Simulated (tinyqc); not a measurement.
Inside a calculation. Model: band-to-band tunnelling and avalanche in a reverse-biased abrupt junction. Computed by tinyqc, a small Python program that keeps every step. Command: `OMP_NUM_THREADS=1 python tinyqc.py 3031325 3031326 out.jsonl zener walk`. One thread of a shared host (Intel(R) Xeon(R) Processor @ 2.30GHz), about 0.01 s of CPU time with the checks. Intermediate numbers are printed to about 7 digits and carried at full precision; extremes and crossings named in words are read from the listed rows.

Direct Kane tunnelling in the local field (for indirect gaps the mass is an effective fit) and one ionisation coefficient for both carriers. N is the doping of the light side, or N_A N_D/(N_A + N_D) for the symmetric junction; the built-in voltage is taken as E_g/e.

Inputs (values chosen for the exercise, modelled on In0.53Ga0.47As):
```
quantity,value,unit
"band gap at 300 K, E_g",0.742,eV
"gap narrowing with temperature, -dE_g/dT",0.33,meV/K
reduced tunnelling mass m_r,0.026,m_0
permittivity eps,13.9,-
ionisation prefactor a,4.7e+06,1/cm
"ionisation field at 300 K, b",1.59e+06,V/cm
relative rise of b with temperature,7.6,1e-4/K
effective doping N,1.9e+17,1/cm^3
reverse bias V_R,1.3,V
"current density that defines tunnel breakdown, J_0",10,A/cm^2
temperature T,400,K
```

Junction: symmetric.

Constants: eps_0 = 8.8541878128e-12 F/m; e = 1.602176634e-19 C; m_0 = 9.1093837015e-31 kg; hbar = 1.054571817e-34 J s.

## Junction at the given bias

E_g(T) = E_g - (T - 300 K)(-dE_g/dT); b(T) = b [1 + (rise)(T - 300 K)]; w = sqrt(2 eps eps_0 (V_R + E_g/e)/(e N)); F_m = 2 (V_R + E_g/e)/w; the field falls linearly from F_m to 0 on both sides.

E_g(T) = 0.709 eV

depletion width w = 127.4544 nm

peak field F_m = 0.3152501 MV/cm

shortest tunnelling distance E_g/(e F_m) = 22.49008 nm

## Kane coefficients and peak generation rate

Kane: G(F) = A F^2 exp(-B/F), A = e^2 sqrt(m_r)/(18 pi hbar^2 sqrt(E_g)), B = pi sqrt(m_r) E_g^(3/2)/(2 e hbar), SI units; J = e int G dx x V_R/(V_R + E_g/e), the last factor making J vanish at zero bias; int G dx = (w/F_m) int_0^F_m G dF by 64 Gauss-Legendre points.

A = 1.863798e+20 1/(cm s V^2)

B = 5.477715 MV/cm

B/F_m = 17.37578

G(F_m) = 5.266295e+23 1/(cm^3 s)

## Tunnel current and multiplication

Avalanche: I = (w/F_m) int_0^F_m a exp(-b/F) dF by 64 Gauss-Legendre points, M = 1/(1 - I), breakdown at I = 1.

tunnel current density = 0.03282194 A/cm^2

ionisation integral I = 0.03657429

The estimate e G(F_m) w (F_m/B) V_R/(V_R + E_g/e), which keeps only the region near the peak, gives 0.0400 A/cm^2.

## Which breakdown comes first?

V_Z solves J = J_0 and V_A solves I = 1; the lower one is the breakdown voltage; temperature coefficients by a central difference of +/- 10 K.

tunnel breakdown V_Z = 2.890154 V

avalanche breakdown V_A = 5.480446 V

breakdown voltage = 2.890154 V

dV_Z/dT = -3.823735 mV/K

dV_A/dT = 7.242532 mV/K

Tunnelling comes first, at 4.1 E_g/e. V_Z falls on heating because the gap shrinks, and V_A rises because carriers lose more energy to phonons.

## Against the doping

The formulas are those given above.

Breakdown:
```
N (1/cm^3),V_Z (V),V_A (V),F_m at breakdown (MV/cm),first
3.80e+15,1.140999e+02,84.68300,0.2906624,avalanche
9.50e+15,4.973455e+01,43.18164,0.3294854,avalanche
2.30e+16,2.220593e+01,22.97298,0.3704346,tunnelling
5.70e+16,9.551782e+00,12.25658,0.3902259,tunnelling
1.10e+17,5.060685e+00,7.86797,0.4065003,tunnelling
1.90e+17,2.890154e+00,5.48045,0.4219543,tunnelling
3.80e+17,1.301351e+00,3.49154,0.4459809,tunnelling
9.50e+17,2.947886e-01,1.94501,0.4982776,tunnelling
2.30e+18,1.274181e-02,1.11987,0.6574206,tunnelling
```

The mechanism changes between 9.50e15 and 2.30e16 per cm^3. Across the table V_Z + E_g/e scales as N^-0.79 and V_A as N^-0.68: tunnelling needs a nearly fixed field, while avalanche in a thinner layer needs a higher one. Rows with V_Z below E_g/e understate it, since the local Kane formula overestimates the current there. Rows with V_A below about 5 E_g/e understate it, since the local law ignores the distance a carrier needs to reach the ionisation energy.

Checks made by the program: field integral against adaptive quadrature in x (relative difference 2e-10).
